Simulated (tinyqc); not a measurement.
Grain growth, pinning, strength and diffusional creep of a polycrystal or thin film: one step, computed by the program tinyqc.

One mean grain size d describes the structure.

Question. Diffusional creep at T_c. Nabarro-Herring rate = 14 sigma Omega D_l/(k_B T d^2), D_l = D0 exp(-Q_l/(k_B T)); Coble rate = 14 pi sigma Omega delta D_b/(k_B T d^3), delta D_b = delta D0b exp(-Q_b/(k_B T)); they are equal at d_x = pi delta D_b/D_l.

Inputs (values chosen for the exercise, modelled on polycrystalline silicon): atomic volume Omega = 20.02 angstrom^3; anneal temperature T = 1209 K; lattice diffusion energy Q_l = 4.85 eV; boundary diffusion energy Q_b = 2.38 eV; lattice prefactor D0 = 3.7e-05 m^2/s; boundary prefactor delta D0b = 1e-15 m^3/s; applied stress sigma = 140 MPa; service temperature T_c = 667 K.

grain size d = 102.3975 nm

Constants: k_B = 1.380649e-23 J/K; k_B = 8.617333262e-05 eV/K.

Give: Nabarro-Herring rate; Coble rate; crossover size d_x; time to 1 % strain.

Answer.

Nabarro-Herring rate = 3.397e-27 1/s

Coble rate = 1.297e-11 1/s

crossover size d_x = 3.908e+14 micrometre

time to 1 % strain = 7.713e+08 s

Boundary diffusion carries the creep, by a factor 3.8e15. Caution: sigma Omega is not small against k_B T, as the linear creep laws assume.
